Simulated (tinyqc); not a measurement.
# Tunnelling through a two-layer gate stack, WKB transmission and Tsu-Esaki current: several studies

Electrons leave the emitter at x = 0. Energies E (motion across the layers) are in eV from the emitter Fermi level; the collector Fermi level lies at -V and offers states at every E. No charge in the dielectric and no image force: F1 = V/(t1 + t2 eps1/eps2), F2 = F1 eps1/eps2; U = phi1 - F1 x in layer 1 and phi2 - F1 t1 - F2 (x - t1) in layer 2. With C = hbar^2/(2 m0), kappa = sqrt(m (U - E)/C) where U > E and 0 elsewhere; T(E) = exp(-S), S = 2 times the integral of kappa over x.

Values chosen for this exercise; layer 1 close to silicon dioxide, layer 2 close to hafnium oxide:
```
symbol,value,unit,meaning
T,300,K,temperature
Ef,0.27,eV,Fermi energy of the emitter above its band bottom
me,0.48,m0,emitter mass in the supply function
phi1,3,eV,barrier of layer 1 above the emitter Fermi level at zero bias
m1,0.49,m0,tunnelling mass of layer 1
t1,0.8,nm,thickness of layer 1
eps1,3.97,,relative permittivity of layer 1
phi2,1.45,eV,barrier of layer 2 at zero bias
m2,0.19,m0,tunnelling mass of layer 2
t2,1.8,nm,thickness of layer 2
eps2,21.9,,relative permittivity of layer 2
V,0.7,V,voltage across the dielectric
```

Constants: q = 1.602176634e-19 C, kB = 1.380649e-23 J/K, hbar = 1.054571817e-34 J s, m0 = 9.1093837015e-31 kg, Vt = kB T/q, hbar^2/(2 m0) = 0.0380998212 eV nm^2. Results are converted to the units shown.

Each table varies one quantity; the others keep the values above.

## Effect of the barrier height

Each layer adds (2/F) sqrt(m/C) [G(u at its left edge) - G(u at its right edge)] to S, with u = U - E (0 where negative) and G(u) = (2/3) u^1.5. J = J0 times the integral of T(E) N(E) dE, N = ln[(1 + exp(-E/Vt))/(1 + exp((-E - V)/Vt))], J0 = q^2 me m0 kB T/(2 pi^2 hbar^3) (times 1e-4 for A/cm^2 per eV), from E = -Ef to far above the barrier (T = 1 there), by quadrature converged to the digits shown.

Effect of the barrier height:
```
phi1 (eV)  S at E = 0  T(E = 0)  J (A/cm^2)  mean E of the current (eV)
1.5             13.82  9.938e-7       102.5                     -0.1373
1.77            14.48  5.129e-7       54.54                     -0.1387
2.04            15.09  2.804e-7       30.52                     -0.1398
2.31            15.65  1.602e-7       17.78                     -0.1407
2.59            16.19  9.312e-8       10.51                     -0.1414
2.86            16.68  5.687e-8       6.504                     -0.1420
3.13            17.15  3.561e-8       4.120                     -0.1425
3.4             17.60  2.279e-8       2.663                     -0.1430
```

J falls from 102 to 2.66 A/cm^2, on average 0.834 decades for each eV, while S rises from 13.8 to 17.6.

## Effect of the tunnelling mass m1

Same model as above.

Effect of the tunnelling mass m1:
```
m1 (m0)  S at E = 0  T(E = 0)  J (A/cm^2)  mean E of the current (eV)
0.12          12.12  5.438e-6       708.9                     -0.1476
0.15          12.68  3.120e-6       400.8                     -0.1470
0.2           13.49  1.382e-6       173.8                     -0.1461
0.25          14.21  6.743e-7       83.22                     -0.1453
0.31          14.98  3.117e-7       37.70                     -0.1445
0.4           16.01  1.114e-7       13.13                     -0.1433
0.5           17.02  4.039e-8       4.637                     -0.1422
0.63          18.20  1.244e-8       1.387                     -0.1408
```

J falls from 709 to 1.39 A/cm^2. S goes as m1^(0.25): only one of the two layers feels this mass, so the power is below 0.5.

## Effect of the thickness t2 at fixed voltage

Same model as above.

Effect of the thickness t2 at fixed voltage:
```
t2 (nm)  S at E = 0   T(E = 0)  J (A/cm^2)  mean E of the current (eV)
1.1           13.91   9.137e-7       132.3                     -0.1518
1.37          15.06   2.870e-7       37.93                     -0.1482
1.64          16.23   8.925e-8       10.80                     -0.1445
1.91          17.41   2.752e-8       3.060                     -0.1408
2.19          18.64   8.062e-9      0.8231                     -0.1368
2.46          19.83   2.452e-9      0.2312                     -0.1330
2.73          21.02  7.413e-10     0.06472                     -0.1291
3             22.22  2.231e-10     0.01808                     -0.1251
```

What does the comparison show?

J falls from 132 to 0.0181 A/cm^2: 2.01 decades a nanometre between the first two rows and 2.05 between the last two. The exponent S alone gives dS/dt/ln 10 = 1.86 and 1.93.

Computed by the program tinyqc: `OMP_NUM_THREADS=1 python tinyqc.py 2540064 2540065 out.jsonl`, one thread of a shared Intel Xeon 2.30GHz, about 0.03 s for the whole run.
